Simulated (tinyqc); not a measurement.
Deep level as a short-range spherical well, step by step. Values are carried at full precision from step to step, so a last printed digit may differ when a step is redone from the rounded ones.

A spherical well of radius R and depth V0 below the conduction edge, one mass m, c = hbar^2/2m0. The s level at binding Et solves k cot(k R) = -kappa with k = sqrt(m (V0 - Et)/c), kappa = sqrt(m Et/c); it exists for V0 > Vc = c (pi/2R)^2/m. Outside, psi falls as exp(-kappa r)/r.

Constants: hbar^2/2m0 = 3.80998211 eV angstrom^2; fine-structure constant alpha = 0.007297352564; hc = 1239.841984 eV nm; kB = 8.617333262e-05 eV/K; hbar = 6.58211957e-16 eV s.

Inputs chosen for the exercise (near those of GaN; not measured data): R = 2.2 angstrom (radius of the well); V0 = 11.66 eV (depth of the well); m = 0.207 m0 (mass); n_r = 2.38 (refractive index); gv = 1 (valleys); sn = 4.2 x 1e-16 cm^2 (capture cross-section); T = 350 K (temperature).

## The bound level

Solve for Et; the share outside is [sin^2(kR)/(2 kappa)]/[sin^2(kR)/(2 kappa) + R/2 - sin(2kR)/(4k)].

Et = 0.2899 eV
k = 0.7860 1/angstrom
kappa = 0.1255 1/angstrom
share outside = 0.764
Vc = 9.383 eV

The well is 1.24 times the critical depth. Since dEt/dV0 equals the share inside, 0.24, a 1 % change of V0 moves Et by 9.5 %. The decay length is 8.0 angstrom, 3.6 times R.

## Peak of the photo-ionisation cross-section

Lucovsky model (delta well, plane-wave final states, no local-field factor): sigma = (32 pi alpha c/(3 n_r m Et)) (x - 1)^(3/2)/x^3, x = h nu/Et, c = hbar^2/2m0; 1 angstrom^2 = 1e-16 cm^2.

The maximum lies at x = 2. Give the photon energy, its wavelength and sigma there.

h nu = 0.580 eV
wavelength = 2138 nm
sigma = 81.5 x 1e-18 cm^2

With 76 % of the state outside the well the delta-well form is a fair model.

## Thermal emission

Thermal emission e = sn v Nc exp(-Et/kB T), v = sqrt(6 c kB T/m)/hbar, Nc = 2 gv (m kB T/(4 pi c))^(3/2), c = hbar^2/2m0, one mass for both, degeneracy ratio 1; 1 angstrom = 1e-8 cm.

Give v, Nc, e and 1/e.

v = 2.773 x 1e7 cm/s
Nc = 2.978 x 1e18/cm^3
e = 2.32e+06 1/s
1/e = 4.31e-07 s

## Checks

- Et from the radial equation on a grid against the matching condition, eV: both 0.29.

Computed by tinyqc, a small Python program: `OMP_NUM_THREADS=1 python tinyqc.py 1282103 1282104 out.jsonl` (the numbers bound the seed that draws the inputs); one thread of a shared host (Intel(R) Xeon(R) Processor @ 2.30GHz), about 0.01 s for the whole set of steps.
